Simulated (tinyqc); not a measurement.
Gupta-type many-body potential for a metal: one step, computed by the program tinyqc.

E_i = sum_j A exp(-p (r_ij/r0 - 1)) - xi rho_i^gamma, with rho_i = sum_j exp(-2 q (r_ij/r0 - 1)); gamma = 1/2 is the tight-binding second-moment form. The crystal is fcc unless stated; d is the neighbour distance and a fixed number of shells is kept.

Problem. Unrelaxed vacancy. Each neighbour j of the vacancy loses one repulsive term and one density term: E_v = sum_shells count x {-repulsion - xi [(rho - density)^gamma - rho^gamma]}. (The removed atom returns to a bulk-like site, so its own energy cancels.)

Inputs (values chosen for the exercise, modelled on lead): hopping xi = 0.923 eV; embedding exponent gamma = 0.5.

Shells:

| shell | count | r (angstrom) | repulsion (eV) | density |
|---|---|---|---|---|
| 1 | 12 | 3.440102 | 1.106436e-01 | 1.138559 |
| 2 | 6 | 4.865038 | 2.100240e-03 | 0.054666 |
| 3 | 24 | 5.958431 | 1.002755e-04 | 0.005320 |

density rho = 14.11837

repulsive energy = 1.342731 eV

Give: vacancy energy E_v; ratio E_v/E_c, E_c = xi rho^gamma less the repulsive energy.

Solution.

vacancy energy E_v = 0.4266 eV

ratio E_v/E_c, E_c = xi rho^gamma less the repulsive energy = 0.2007

A pair potential gives E_v = E_c; here the ratio is 0.20, as the remaining bonds of the neighbours strengthen when one is lost.
